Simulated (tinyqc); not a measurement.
What moves the results: quasiparticle equation with a plasmon-pole self-energy for two band edges. A value that a table varies takes the place of the one given here.

For each edge E = e + X + Sc(E), with the correlation part Sc(E) = A[0]/(E - a + w) + A[1]/(E - b - w); a and b are the valence and conduction energies that enter the Green function (a = ev, b = ec in the one-shot scheme). Z = 1/(1 - dSc/dE), dSc/dE = -A[0]/(E - a + w)^2 - A[1]/(E - b - w)^2.

Parameters, chosen for this exercise (scales of the order of those of HfO2; not measured data): ev = 0 eV (mean-field valence top); ec = 4.15 eV (mean-field conduction edge); w = 14 eV (pole energy); Av = (38.1, 22.2) eV^2 (weights of the valence state on the hole and electron poles); Ac = (17, 36.9) eV^2 (the same for the conduction state); Xv = -2.76 eV (exchange minus the mean-field potential, valence); Xc = 2.73 eV (the same, conduction).

## Schemes compared

Z = 1; linearised; exact one-shot; energies updated in G (a, b); updated in G and W, where w grows by half of the opening of the gap (a rule chosen for the exercise).

Results (eV):
```
scheme,Ev,Ec,gap,opening
mean field,0.000,4.150,4.150,0.000
Z = 1,-1.262,5.181,6.443,2.293
linearised,-1.000,4.981,5.981,1.831
"one-shot, exact",-0.991,4.975,5.966,1.816
update G,-1.136,5.085,6.221,2.071
update G and W,-1.274,5.233,6.506,2.356
```

What does this show?

The openings run from 1.816 (one-shot, exact) to 2.356 eV (update G and W). Linearising moves the gap by 15 meV, updating G +255 meV and updating W a further +285 meV: once Z is kept, the level of self-consistency matters more than linearising.

## The starting point

The mean-field gap is opened by d (ev lowered by d/2, ec raised by d/2) and X is changed by the opposite amounts, so that e + X stays; one-shot and G-updated gaps.

Gaps (eV):
```
d,start,one-shot,update G
0.0,4.150,5.9662,6.2214
0.2,4.350,5.9920,6.2214
0.4,4.550,6.0175,6.2214
0.6,4.750,6.0427,6.2214
0.9,5.050,6.0800,6.2214
1.2,5.350,6.1167,6.2214
1.6,5.750,6.1648,6.2214
```

What does this show, and why?

The one-shot gap moves by a fraction 0.12 of any change of the starting gap, while the updated gap, 6.2214 eV, does not depend on it. The two agree where the start already equals the result, near d = 2.07 eV. A real change of starting point alters the orbitals and the screening too; this model holds both fixed.

## What each parameter does

Exact one-shot edges and Z of the valence state there. Each row changes one parameter from the base and keeps the others.

Results:
```
case,Ev (eV),Ec (eV),gap (eV),Z
base,-0.9911,4.9751,5.9662,0.7778
w = 14.7 eV,-1.0773,5.0636,6.1409,0.7929
Xv = -2.86 eV,-1.0688,4.9751,6.0439,0.7764
Xc = 2.83 eV,-0.9911,5.0544,6.0455,0.7778
ec = 4.25 eV,-0.9864,5.0714,6.0578,0.7782
"Av = (40.01, 22.2) eV^2",-0.8777,4.9751,5.8528,0.7730
"Ac = (17, 38.74) eV^2",-0.9911,4.8651,5.8561,0.7778
```

How do the results move?

The largest shifts from the base row, up to three for each result and ties (the steps differ in size, so this ranks the rows, not the parameters). Ev (eV): Av +0.1133, w -0.0862, Xv -0.0777; unchanged at the printed digits by Xc and Ac. Ec (eV): Ac -0.1101, ec +0.0963, w +0.0885; unchanged at the printed digits by Xv and Av. gap (eV): w +0.1747, Av -0.1133, Ac -0.1101. Z: w +0.0151, Av -0.0048, Xv -0.0013; unchanged at the printed digits by Xc and Ac.

(tinyqc, `OMP_NUM_THREADS=1 python tinyqc.py 1850183 1850184 out.jsonl`, Intel(R) Xeon(R) Processor @ 2.30GHz, 1 thread, shared host, about 0.02 s.)
